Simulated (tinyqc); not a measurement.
Front-illuminated p-i-n photodiode, quantum efficiency and bandwidth: one step of the calculation.

Light enters through a p layer (0 to xp), a depleted layer (xp to xp + wi) and a thick n substrate, decaying as exp(-al x); one pass, no back reflection. Carriers made in the depleted layer are all collected; those in the neutral layers diffuse.

Task. Quantum efficiency. k = al Ln, s = S Ln/Dn, e = exp(-al xp); front layer f1 = (k/(k^2 - 1)) {[s + k - e (s cosh(xp/Ln) + sinh(xp/Ln))]/[s sinh(xp/Ln) + cosh(xp/Ln)] - k e}; depleted layer f2 = e (1 - exp(-al wi)); substrate f3 = e exp(-al wi) al Lp/(1 + al Lp); external efficiency (1 - Rf)(f1 + f2 + f3); responsivity = efficiency q lam/(h c).

Parameters, values chosen for the exercise; values close to those of gallium arsenide at this wavelength: wavelength lam = 850 nm; absorption coefficient al = 10200 1/cm; reflectance of the front face Rf = 0.02; thickness of the front p layer xp = 0.11 um; thickness of the depleted layer wi = 1 um; electron diffusion coefficient in the p layer Dn = 28 cm^2/s; electron diffusion length in the p layer Ln = 0.57 um; recombination velocity of the front surface S = 3000 cm/s; hole diffusion length in the thick n substrate Lp = 1.3 um.

Constants: q = 1.602176634e-19 C, h = 6.62607015e-34 J s, c = 299792458 m/s. Results are converted to the units shown.

Find: s; f1; f2; f3; external efficiency; responsivity.

Result.

s = 0.006107
f1 = 0.1048
f2 = 0.5715
f3 = 0.1837
external efficiency = 0.8428
responsivity = 0.5778 A/W

The front layer absorbs 10.6 % of the light that enters and collects 98.7 % of that. Diffusion from the neutral layers makes up 33.5 % of the current.

Program tinyqc, `OMP_NUM_THREADS=1 python tinyqc.py 2250114 2250115 out.jsonl`; Intel Xeon 2.30GHz, shared host, one thread, about 0.01 s.
